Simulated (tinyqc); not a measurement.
Inside a calculation. Method: LCCD on RHF in the sto-3g basis, for BeH+, spin multiplicity 1. One step of it, computed by the program tinyqc.

Question. LCCD: starting amplitudes. t_ij^ab = <ij||ab> / (e_i + e_j - e_a - e_b), whose energy is MP2.

orbital energies (hartree): MO1 -5.017604, MO2 -0.726364, MO3 -0.262293, MO4 -0.141100, MO5 -0.141100, MO6 0.309595

Two-electron integrals over orbitals (pq|rs), unique and non-zero (hartree):
```
(11|11) 2.275477    (21|11) -0.166021   (21|21) 0.020813    (22|11) 0.480925
(22|21) 0.002043    (22|22) 0.523468    (31|11) -0.173665   (31|21) 0.016253
(31|22) -0.017844   (31|31) 0.027650    (32|11) 0.041691    (32|21) -0.005617
(32|22) -0.067101   (32|31) 0.002402    (32|32) 0.036370    (33|11) 0.552171
(33|21) -0.013140   (33|22) 0.320240    (33|31) 0.004195    (33|32) 0.029323
(33|33) 0.465101    (41|41) 0.015596    (42|41) 0.013354    (42|42) 0.043074
(43|41) 0.014038    (43|42) 0.031158    (43|43) 0.051808    (44|11) 0.569235
(44|21) -0.006099   (44|22) 0.366589    (44|31) -0.006100   (44|32) 0.020379
(44|33) 0.398020    (44|44) 0.449859    (51|51) 0.015596    (52|51) 0.013354
(52|52) 0.043074    (53|51) 0.014038    (53|52) 0.031158    (53|53) 0.051808
(54|54) 0.024249    (55|11) 0.569235    (55|21) -0.006099   (55|22) 0.366589
(55|31) -0.006100   (55|32) 0.020379    (55|33) 0.398020    (55|44) 0.401360
(55|55) 0.449859    (61|11) 0.097702    (61|21) -0.016078   (61|22) -0.010845
(61|31) -0.003405   (61|32) 0.006803    (61|33) 0.017188    (61|44) 0.002019
(61|55) 0.002019    (61|61) 0.018214    (62|11) -0.121658   (62|21) 0.002959
(62|22) 0.055911    (62|31) 0.006473    (62|32) -0.046854   (62|33) -0.026333
(62|44) -0.056301   (62|55) -0.056301   (62|61) 0.001802    (62|62) 0.121637
(63|11) 0.052277    (63|21) -0.003764   (63|22) -0.056031   (63|31) 0.005663
(63|32) 0.030874    (63|33) 0.057063    (63|44) 0.018793    (63|55) 0.018793
(63|61) 0.007116    (63|62) -0.047920   (63|63) 0.048976    (64|41) -0.009081
(64|42) -0.029597   (64|43) -0.014047   (64|64) 0.026141    (65|51) -0.009081
(65|52) -0.029597   (65|53) -0.014047   (65|65) 0.026141    (66|11) 0.511351
(66|21) -0.000548   (66|22) 0.520338    (66|31) -0.015320   (66|32) -0.066045
(66|33) 0.349453    (66|44) 0.370886    (66|55) 0.370886    (66|61) -0.006832
(66|62) 0.085801    (66|63) -0.056000   (66|66) 0.558141
```

Give: Starting amplitudes; correlation energy.

Answer.

Starting amplitudes (spin orbitals 1a, 1b, ...; amplitudes related by a flip of all spins are not repeated):
```
from      to          t
2a 2b  6a 6b    -0.0587
2a 2b  3a 3b    -0.0392
2a 2b  4a 4b    -0.0368
2a 2b  5a 5b    -0.0368
2a 2b  3a 6b     0.0312
1a 1b  3a 3b    -0.0029
1a 2b  4a 4b    -0.0024
1a 2b  5a 5b    -0.0024
1a 1b  6a 6b    -0.0017
1a 1b  4a 4b    -0.0016
1a 1b  5a 5b    -0.0016
1a 2b  3b 6a     0.0012
1a 2b  3a 6b    -0.0011
1a 2b  3a 3b  -4.60e-04
1a 1b  3a 6b   3.38e-04
1a 2b  6a 6b  -2.83e-04
1a 2a  3a 6a   5.71e-05
```

correlation energy = -0.014991 hartree
